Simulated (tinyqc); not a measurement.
Inside a calculation. Method: MP2 on RHF in the sto-3g basis, for H2, spin multiplicity 1. One step of it, computed by the program tinyqc.

Problem. Iteration 2 (converged): orbitals. Diagonalise F' = X^T F X, C = X C', fill 1 alpha and 1 beta electrons from the bottom; D = 2 C_occ C_occ^T. Each column has its largest component positive (the first on a tie).

converged F (hartree):
```
           1H 1s      2H 1s
1H 1s  -0.408270  -0.628724
2H 1s  -0.628724  -0.408270
```

X:
```
           1H 1s      2H 1s
1H 1s   1.303652  -0.537837
2H 1s  -0.537837   1.303652
```

Give: F' = X^T F X; orbital energies; coefficients C; D after iteration 2.

Solution.

F' = X^T F X (hartree):
```
         1        2
1   0.0697  -0.6779
2  -0.6779   0.0697
```

orbital energies (hartree): MO1 -0.6082, MO2 0.7476

coefficients C:
```
          MO1      MO2
1H 1s  0.5415   1.3021
2H 1s  0.5415  -1.3021
```

D after iteration 2:
```
        1H 1s   2H 1s
1H 1s  0.5865  0.5865
2H 1s  0.5865  0.5865
```
